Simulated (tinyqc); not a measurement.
The 3-omega method: a line heater on a substrate with a thin film: one step, computed by the program tinyqc. Command: `OMP_NUM_THREADS=1 python tinyqc.py 3026337 3026338 out.jsonl threeomega walk`. One thread of a shared host (Intel(R) Xeon(R) Processor @ 2.30GHz), about 0.01 s of CPU time with the checks.

A current at angular frequency omega = 2 pi f heats the line at 2 omega with the amplitude P per length; the temperature swing Delta T at 2 omega gives a voltage at 3 omega. The substrate is taken as semi-infinite and isotropic, and the heat capacity of heater and film is left out.

Question. Penetration depth. D = kappa/C; q = sqrt(2 i omega/D); penetration depth 1/|q| = sqrt(D/(2 omega)).

Inputs (values chosen for the exercise, modelled on alumina on germanium): substrate conductivity kappa = 59.1 W/(m K); substrate heat capacity C = 1.7 1e6 J/(m^3 K); heater half-width b = 5.7 micrometre; current frequency f = 710 Hz; substrate thickness d_s = 525 micrometre.

Give: diffusivity D; penetration depth; |q| b; penetration depth / d_s.

Answer.

diffusivity D = 34.765 mm^2/s

penetration depth = 62.422 micrometre

|q| b = 0.091314

penetration depth / d_s = 0.11890
